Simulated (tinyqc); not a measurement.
Gated two-dimensional channel with two bands, quantum capacitance: effect of the temperature.

phi is the Fermi level above the lowest band edge, in volts; Vg is counted from the gate voltage at which an empty channel would have phi = 0. The channel has no thickness; trap charge is -q Dit phi.

D1 = gv md m0 q/(pi hbar^2), D2 = g2 m2 m0 q/(pi hbar^2) per eV; n1 = D1 Vt ln(1 + exp(phi/Vt)), n2 = D2 Vt ln(1 + exp((phi - E2)/Vt)), n = n1 + n2; Cq = q dn/dphi = q [D1/(1 + exp(-phi/Vt)) + D2/(1 + exp((E2 - phi)/Vt))]. Cox = eps0 eox/tox; Vg = phi + q (n + Dit phi)/Cox. 1/C_G = 1/Cox + 1/(Cq + q Dit); dphi/dVg = Cox/(Cox + Cq + q Dit).

Values chosen for this exercise; lowest band close to that of monolayer MoS2: relative permittivity of the gate insulator (close to silicon dioxide) eox = 3.9; insulator thickness tox = 1.9 nm; in-plane mass md = 0.504 m0; valley degeneracy gv = 2; in-plane mass of a second band, chosen freely m2 = 0.88 m0; valley degeneracy of that band, chosen freely g2 = 4; second band edge above the first E2 = 0.34 eV; density of traps Dit = 0 cm^-2 eV^-1; gate voltage Vg = 1.05 V.

Constants: q = 1.602176634e-19 C, kB = 1.380649e-23 J/K, hbar = 1.054571817e-34 J s, m0 = 9.1093837015e-31 kg, Vt = kB T/q, eps0 = 8.8541878128e-14 F/cm where lengths are in cm. Results are converted to the units shown.

The same in every row: Cox (uF/cm^2) = 1.8174.

Effect of the temperature:
```
T (K),phi (V),n (cm^-2),Cq (uF/cm^2),C_G (uF/cm^2),dphi/dVg,share of the second band (%)
50,0.027538,1.1598e13,67.350,1.7697,0.026276,1.7481e-30
77,0.027442,1.1599e13,66.402,1.7690,0.026641,2.9338e-19
120,0.026819,1.1607e13,62.771,1.7663,0.028139,9.2098e-12
200,0.023777,1.1641e13,53.898,1.7582,0.032620,2.3409e-6
300,0.017053,1.1717e13,44.471,1.7461,0.039263,0.0012185
400,0.0078962,1.1821e13,37.594,1.7336,0.046115,0.028046
500,-0.0031500,1.1946e13,32.581,1.7214,0.052835,0.18436
```

Read the table: what changes, and by how much?

As T goes from 50 to 500, Cq falls from 67.4 to 32.6 uF/cm^2, C_G/Cox falls from 0.974 to 0.947 and n rises from 1.16e13 to 1.19e13 cm^-2. Cq exceeds Cox in every row, so the insulator is the tighter limit, though Cq still cuts C_G by up to 5.3 %.

Numbers from tinyqc (`OMP_NUM_THREADS=1 python tinyqc.py 2200151 2200152 out.jsonl`; about 0.01 s on one thread of a shared Intel Xeon 2.30GHz).
